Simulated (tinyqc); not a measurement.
# Gate work function from the charge

Inverse problem. For an undoped double gate, Q = 8 eps0 eps_r Vt beta tan(beta)/ts with 0 < beta < pi/2, and at the source (Vg - dphi)/(2 Vt) - ln[(2/ts) sqrt(2 eps0 eps_r Vt/(q ni))] = ln(beta) - ln(cos beta) + 2 r beta tan(beta), r = eps_r tox/(eox ts). Find beta and dphi.

Values chosen for this exercise; material values close to those of silicon: temperature T = 400 K; relative permittivity of the semiconductor eps_r = 11.6; relative permittivity of the gate insulator eox = 25.6; insulator thickness tox = 8.7 nm; body thickness ts = 25 nm; gate voltage Vg = 0.42 V.

Constants: q = 1.602176634e-19 C, kB = 1.380649e-23 J/K, Vt = kB T/q, eps0 = 8.8541878128e-14 F/cm where lengths are in cm. Results are converted to the units shown.

Qs = 1.1552281 nC/cm^2
ni = 3.6972990e12 cm^-3

Solution. beta tan(beta) rises from 0 without bound on the interval, so the charge fixes beta; the second relation is then explicit in dphi.

beta = 0.1008
dphi = 0.1900 V

tinyqc, about 0.01 s, one thread, Intel Xeon 2.30GHz (shared host): `OMP_NUM_THREADS=1 python tinyqc.py 2440009 2440010 out.jsonl`
